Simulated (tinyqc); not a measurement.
Pariser-Parr-Pople SCF with singles CI, for the molecule C=Cc1ccsc1 (SMILES; centres numbered as the heavy atoms are written), step by step. One step of it, computed by the program tinyqc.

Problem. Singles CI, triplets. Over the 4 single excitations with the smallest orbital gaps: A = (e_a - e_i) delta - (ij|ab), with (pq|rs) = sum c_mp c_mq gamma_mn c_nr c_ns.

orbital energies (eV): -14.875424  -12.223227  -10.641316  -9.640819  0.132208  1.062060  3.437971

coefficients:
```
         MO1        MO2        MO3        MO4        MO5        MO6        MO7
1C  0.106130   0.458350  -0.028333   0.551186   0.549935  -0.287950   0.297823
2C  0.216530   0.567846  -0.011064   0.341659  -0.440899   0.303831  -0.476558
3C  0.432186   0.387936   0.026534  -0.441024  -0.301766  -0.011859   0.613442
4C  0.368234   0.046345  -0.546237  -0.302854   0.126521  -0.520271  -0.430663
5C  0.419167  -0.332660  -0.522701   0.214320   0.159804   0.579641   0.181565
6S  0.490748  -0.451717   0.322404   0.414650  -0.348339  -0.394799   0.045090
7C  0.450483   0.010639   0.568186  -0.274540   0.499231   0.249196  -0.295658
```

repulsion gamma_rs (eV), lower triangle:
```
           1C         2C         3C         4C         5C         6S         7C
1C  11.130000
2C   7.554838  11.130000
3C   5.239283   7.551966  11.130000
4C   3.632162   5.122722   7.553541  11.130000
5C   2.974906   3.743022   5.520330   7.555562  11.130000
6S   3.236785   3.774176   5.622929   5.623367   7.825881  13.000000
7C   4.503865   5.123637   7.555526   5.520712   5.520097   7.825125  11.130000
```

Give: triplet CI matrix; triplet excitation energies.

Solution.

triplet CI matrix (eV), lower triangle:
```
         4>5      4>6      3>5     3>6
4>5   3.2270
4>6   0.1728   4.7526
3>5   0.1824  -0.0050   4.9917
3>6  -0.0050  -0.2166  -1.0424  4.5454
```

triplet excitation energies (eV): 3.1695  3.7107  4.7755  5.8610
